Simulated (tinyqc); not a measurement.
From tau_a back to boron density N_A: photoconductance decay in a wafer: bulk and surface recombination modes, and iron detection by pair splitting. Computed by tinyqc, a small Python program. Command: `OMP_NUM_THREADS=1 python tinyqc.py 3112564 3112565 out.jsonl pcd inv`. One thread of a shared host (Intel(R) Xeon(R) Processor @ 2.30GHz), about 0.06 s of CPU time with the checks.

Both faces of the wafer have the same S; injection is low and all coefficients are constant. x runs from -W/2 to W/2.

Inputs (values chosen for the exercise, modelled on p-type silicon): storage temperature T = 293 K.

Constants: k_B = 8.617333262e-05 eV/K.

Method. Association time tau_a = 5.7e5 (T/N_A) exp(0.66 eV/(k_B T)) s with T in K and N_A in 1/cm^3 (an empirical form); the unpaired share is exp(-t/tau_a).

Question. A run gave the result below. Find the boron density N_A, known to lie between 1.2e+15 and 2.1e+15 1/cm^3.

tau_a = 453.7315 min

Answer.

Each step takes the trial c = (a f_b - b f_a)/(f_b - f_a), f being the result less the target and a, b, c the logarithms of the listed values; c replaces end b, the old b replaces a if the sign of f changed, and otherwise f_a is halved.

Scan of the range:
```
boron density N_A (1/cm^3),tau_a (min)
1.20e+15,522.169
1.32e+15,474.699
1.45e+15,432.140
1.59e+15,394.090
1.74e+15,360.117
1.91e+15,328.064
2.10e+15,298.382
```

False position (Illinois rule, in the logarithm of the input) inside the bracket:
```
step,end a,end b,trial,tau_a (min)
1,1.32000e+15,1.45000e+15,1.38252e+15,453.232
2,1.32000e+15,1.38252e+15,1.37962e+15,454.187
3,1.38252e+15,1.37962e+15,1.38100e+15,453.731
4,1.37962e+15,1.38100e+15,1.38100e+15,453.731
```

tau_a falls at every point of a 13-point scan of the range (every second point is shown), so one value fits; it is bracketed by 1.32e15 and 1.45e15. The scan shows a pure power law with exponent -1.000, so scaling from any one row also gives the answer directly. Answer: boron density N_A = 1.381e15 1/cm^3.
